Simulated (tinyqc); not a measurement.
Comparisons within one model: model-solid line-up of a strained alloy layer on a substrate. A value that a table varies takes the place of the one given here.

All values of the alloy are linear in x but the gap, Eg(x) = (1 - x) Eg_A + x Eg_B - C x (1 - x), and the valence edge, Ev(x) = (1 - x) Ev_A + x Ev_B + fv C x (1 - x); Ec = Ev + Eg. Ev is the top of the unstrained valence band on a scale common to all materials. In the layer only the Gamma valley of the conduction band is followed, also where an X or L valley would lie lower.

Coherent growth on a (001) face: e_par = (a_s - a)/a, e_perp = -2 (C12/C11) e_par; exx = eyy = e_par, ezz = e_perp, no shear.

Strained edges: Ec + ac tr(e); the valence edges are Ev plus the levels of the 6 x 6 matrix of X, Y, Z times spin with -Dso/3 + l exx + m (eyy + ezz) on the diagonal (cyclic), n exy off it, l = av + 2 b, m = av - b, n = sqrt(3) d. Spin-orbit term (Dso/3) L.sigma on X, Y, Z with (L_k)_ij = -i epsilon_kij: <X+|H|Y+> = -i Dso/3, <X+|H|Z-> = Dso/3, <Y+|H|Z-> = -i Dso/3, <Z+|H|X-> = -Dso/3, <Z+|H|Y-> = i Dso/3, <X-|H|Y-> = i Dso/3, and their conjugates; + and - are the spin along z.

dEc = Ec(substrate) - Ec(layer), dEv = Ev(layer) - Ev(substrate); positive values confine the carrier in the layer. Type I: both of one sign; type II: opposite signs; type III: the gaps do not overlap.

Coherent growth: e_par = (a_s - a)/a. (001): e_perp = -2 (C12/C11) e_par; exx = eyy = e_par, ezz = e_perp, no shear. (111): e_perp = -(2 C11 + 4 C12 - 4 C44)/(C11 + 2 C12 + 4 C44) e_par; exx = eyy = ezz = (2 e_par + e_perp)/3 and exy = eyz = ezx = (e_perp - e_par)/3. (110): e_perp = -(C11 + 3 C12 - 2 C44)/(C11 + C12 + 2 C44) e_par; exx = eyy = (e_par + e_perp)/2, ezz = e_par, exy = (e_perp - e_par)/2, eyz = ezx = 0.

Values chosen for the exercise (A near AlAs, B near GaAs, substrate near Ge; not measured data): a = (5.659, 5.656) angstrom (lattice constant of A, B); Eg = (3.069, 1.526) eV (gap at Gamma to the s-like level of A, B); Dso = (0.28, 0.345) eV (spin-orbit splitting of A, B); Ev = (-1.32, -0.79) eV (top of the unstrained valence band of A, B); ac = (-5.71, -7.23) eV (conduction deformation potential of A, B); av = (2.44, 1.17) eV (valence hydrostatic potential of A, B); b = (-2.28, -1.99) eV (tetragonal shear potential of A, B); d = (-3.4, -4.81) eV (trigonal shear potential of A, B); C11 = (125.2, 120.4) GPa (of A, B); C12 = (52.8, 56.6) GPa (of A, B); C44 = (53.9, 60.2) GPa (of A, B); C = 0.406 eV (bowing of the gap); fv = 0 (share of the bowing taken by the valence edge); a_s = 5.65 angstrom (substrate); Eg_s = 0.738 eV (lowest gap of the substrate); Ev_s = -0.35 eV (substrate valence edge); face = 001 (growth face); x = 0.38 (fraction of B).

## Composition against offsets

Each composition is strained to the same substrate.

Results:
```
x     e_par (%)  relaxed gap (eV)  strained gap (eV)  valence splitting (meV)  dEc (eV)  dEv (eV)  type
0.02      -0.16             3.030              3.038                       13    -1.343    -0.957     I
0.16      -0.15             2.768              2.775                       12    -1.155    -0.883     I
0.29      -0.14             2.538              2.545                       12    -0.994    -0.814     I
0.43      -0.14             2.306              2.313                       11    -0.836    -0.739     I
0.57      -0.13             2.090              2.097                       10    -0.693    -0.665     I
0.71      -0.12             1.890              1.896                        9    -0.567    -0.591     I
0.84      -0.11             1.718              1.724                        9    -0.464    -0.522     I
0.98      -0.11             1.549              1.554                        8    -0.368    -0.448     I
```

What can be read from the table?

The layer stays under compression over this range. The strained gap runs from 3.038 to 1.554 eV, against 3.030 to 1.549 eV for the relaxed alloy: strain adds to the change. The line-up is type I throughout, with the layer as the barrier. Where the alloy is indirect its X or L edge, left out, lies lower and sets the real gap and dEc.

## The same layer on three faces

Composition and substrate are kept.

Results:
```
face   e_perp (%)  tr(e) (%)  shift of Ec (meV)  shift of Ev (meV)  valence splitting (meV)  gap (eV)
(001)       0.122     -0.156                9.8                2.6                     11.1    2.3942
(111)       0.073     -0.205               12.9                0.8                      9.5    2.3991
(110)       0.083     -0.195               12.2                1.2                      9.8    2.3981
```

What can be read from the table?

The layer yields most along the normal on (001) and least on (111), so the volume change, and with it the shift of Ec, is largest on (111). The valence splitting, set by b on (001), by d on (111) and by both on (110), is largest on (001). The gaps span 5 meV, from (001) to (111).

## What each parameter does

Strained gap, valence splitting and offsets. Each row changes one parameter from the base and keeps the others.

Results:
```
case                     gap (eV)  splitting (meV)  dEc (eV)  dEv (eV)
base                       2.3942             11.1   -0.8902   -0.7660
x = 0.36                   2.4272             11.2   -0.9126   -0.7766
a_s = 5.63 angstrom        2.4124             37.4   -0.9151   -0.7593
C = 0.506 eV               2.3706             11.1   -0.8666   -0.7660
fv = 0.2                   2.3942             11.1   -0.9093   -0.7469
Ev_s = -0.3 eV             2.3942             11.1   -0.8402   -0.8160
Dso = (0.322, 0.397) eV    2.3942             11.1   -0.8902   -0.7660
av = (2.806, 1.346) eV     2.3946             11.1   -0.8902   -0.7664
b = (-2.622, -2.288) eV    2.3933             12.7   -0.8902   -0.7651
```

How do the results move?

The largest shifts from the base row, up to three for each result and ties (the steps differ in size, so this ranks the rows, not the parameters). gap (eV): x +0.0330, C -0.0236, a_s +0.0182; unchanged at the printed digits by fv, Ev_s and Dso. splitting (meV): a_s +26.2, b +1.6, x +0.1; unchanged at the printed digits by C, fv, Ev_s, Dso and av. dEc (eV): Ev_s +0.0500, a_s -0.0249, C +0.0236; unchanged at the printed digits by Dso, av and b. dEv (eV): Ev_s -0.0500, fv +0.0191, x -0.0106; unchanged at the printed digits by C and Dso.

(tinyqc, `OMP_NUM_THREADS=1 python tinyqc.py 1051158 1051159 out.jsonl`, Intel(R) Xeon(R) Processor @ 2.30GHz, 1 thread, shared host, about 0.02 s.)
